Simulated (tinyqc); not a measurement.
Length offset and series resistance from crossing lines.

Inverse problem. R_total = Rs + k (L - dL)/Vo with constant Rs, dL and k. Find k, dL and Rs.

R_total at (L, Vo) = (40, 0.35), (120, 0.35), (40, 0.96) and (120, 0.96), L in nm and Vo in V (ohm um): [518.74286, 1410.1714, 303.5, 628.5]

Solution. At each overdrive R is a straight line in L with slope k/Vo; the two lines cross at L = dL, R = Rs.

k = 3.90 ohm um V/nm
dL = 9.60 nm
Rs = 180 ohm um

Computed by the program tinyqc: `OMP_NUM_THREADS=1 python tinyqc.py 2282193 2282194 out.jsonl`, one thread of a shared Intel Xeon 2.30GHz, about 0.03 s for the whole run.
